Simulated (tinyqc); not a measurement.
Gupta-type many-body potential for a metal: one step, computed by the program tinyqc. Command: `OMP_NUM_THREADS=1 python tinyqc.py 3024266 3024267 out.jsonl gupta walk`. One thread of a shared host (Intel(R) Xeon(R) Processor @ 2.30GHz), about 0.02 s of CPU time with the checks.

E_i = sum_j A exp(-p (r_ij/r0 - 1)) - xi rho_i^gamma, with rho_i = sum_j exp(-2 q (r_ij/r0 - 1)); gamma = 1/2 is the tight-binding second-moment form. The crystal is fcc unless stated; d is the neighbour distance and a fixed number of shells is kept.

Task: Shell terms at equilibrium. fcc shells: d sqrt(k), k = 1..5, with 12, 6, 24, 12, 24 atoms; Omega = d^3/sqrt2. Repulsion and density of one neighbour in each shell, and their sums.

Inputs (values chosen for the exercise, modelled on aluminium):

| quantity | value | unit |
|---|---|---|
| repulsion A | 0.128 | eV |
| decay p | 8.59 | - |
| decay q | 2.58 | - |
| reference distance r0 | 2.864 | angstrom |
| shells kept | 3 | - |

neighbour distance d = 2.882239 angstrom

Give: Shells; repulsive energy; density rho.

Result:

Shells:

| shell | count | r (angstrom) | repulsion (eV) | density |
|---|---|---|---|---|
| 1 | 12 | 2.882 | 1.212e-01 | 0.9677 |
| 2 | 6 | 4.076 | 3.376e-03 | 0.1126 |
| 3 | 24 | 4.992 | 2.163e-04 | 0.0216 |

repulsive energy = 1.480 eV

density rho = 12.81
